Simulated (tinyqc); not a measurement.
Plane-wave Kohn-Sham cycle with exchange-only LDA in a layered model solid, step by step. One step of it, computed by the program tinyqc.

Problem. Iteration 1: Hamiltonian at one k. H(m,m') = (k + G_m)^2/2 delta + V(G_m - G_m'), with V(-G) = V(G).

A solid whose potential varies along x alone (atomic units):
```
parameter                      value
period a                   12.400000
cross-section of the cell  20.000000
electrons per cell                 4
grid points                       16
plane waves -n..n, n               2
k points                           3
V1 in V1 cos(2 pi x/a)     -0.740000
```

V(G_m), m = 0, 1, 2, ... (hartree): -0.248805  -0.370000  0.000000  0.000000  0.000000

k = 0.000000 2 pi / a

Give: H.

Solution.

H (hartree):
```
        -2      -1      +0      +1      +2
-2   0.265  -0.370   0.000   0.000   0.000
-1  -0.370  -0.120  -0.370   0.000   0.000
+0   0.000  -0.370  -0.249  -0.370   0.000
+1   0.000   0.000  -0.370  -0.120  -0.370
+2   0.000   0.000   0.000  -0.370   0.265
```
